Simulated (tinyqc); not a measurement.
What each parameter does: polytypes by hexagonality, and a cubic inclusion as a quantum well.

Gap: E3 + (E2 - E3) h. Valence top Ev2 h and polarisation P2 h, both counted from 3C; Ec = Ev + gap.

A cubic inclusion of width L = N d in the host (h = 1) is a well of depth V = Ec(host) - Ec(3C). Square well with mass mismatch: k tan(k L/2) = (m_w/m_b) q, k = sqrt(m_w E/c), q = sqrt(m_b (V - E)/c), c = hbar^2/2m0, lowest root. The depth of the level, V - E, is its binding, and the transition to the valence top of the host is gap(host) - (V - E). The step in polarisation gives a field |F| = |P|/(eps eps0) in a thin inclusion, eps0 = 8.8541878e-12 F/m.

Constants: hbar^2/2m0 = 3.80998211 eV angstrom^2.

Parameters, chosen for this exercise (of the order of those of GaAs; shifted at random, so the results belong to these values and not to a real crystal):

| symbol | value | unit | meaning |
|---|---|---|---|
| E3 | 1.526 | eV | gap of the cubic polytype |
| E2 | 1.511 | eV | gap of 2H |
| Ev2 | 0.1 | eV | valence top of 2H above that of 3C |
| P2 | 0.0022 | C/m^2 | spontaneous polarisation of 2H |
| m | (0.062, 0.072) | m0 | electron mass along c in the cubic layer and in the host |
| d | 3.259 | angstrom | thickness of a double layer |
| eps | 13.1 |  | dielectric constant |
| N | 15 |  | double layers in the cubic inclusion |

Well depth, depth of the level, transition without the field and field.

One parameter was then changed.

Results before and after:

| case | V (eV) | depth (eV) | transition (eV) | \|F\| (MV/cm) |
|---|---|---|---|---|
| base | 0.0850 | 0.0370 | 1.4740 | 0.190 |
| changed | 0.0850 | 0.0380 | 1.4730 | 0.190 |

Which of these changes was made? (a) N = 16; (b) eps = 14.1; (c) E3 = 1.506 eV; (d) m = (0.074, 0.072) m0; (e) Ev2 = 0.13 eV; (f) P2 = 0.0029 C/m^2; (g) E2 = 1.541 eV.

Answer: (d) m = (0.074, 0.072) m0. Of the candidates, run in turn, only this one gives the changed row.

All candidates:

| case | V (eV) | depth (eV) | transition (eV) | \|F\| (MV/cm) |
|---|---|---|---|---|
| base | 0.0850 | 0.0370 | 1.4740 | 0.190 |
| N = 16 | 0.0850 | 0.0393 | 1.4717 | 0.190 |
| Ev2 = 0.13 eV | 0.1150 | 0.0575 | 1.4535 | 0.190 |
| E3 = 1.506 eV | 0.1050 | 0.0504 | 1.4606 | 0.190 |
| E2 = 1.541 eV | 0.1150 | 0.0575 | 1.4835 | 0.190 |
| P2 = 0.0029 C/m^2 | 0.0850 | 0.0370 | 1.4740 | 0.250 |
| eps = 14.1 | 0.0850 | 0.0370 | 1.4740 | 0.176 |
| m = (0.074, 0.072) m0 | 0.0850 | 0.0380 | 1.4730 | 0.190 |

Program tinyqc; command `OMP_NUM_THREADS=1 python tinyqc.py 1850655 1850656 out.jsonl`; about 0.09 s on one thread of a shared Intel(R) Xeon(R) Processor @ 2.30GHz.
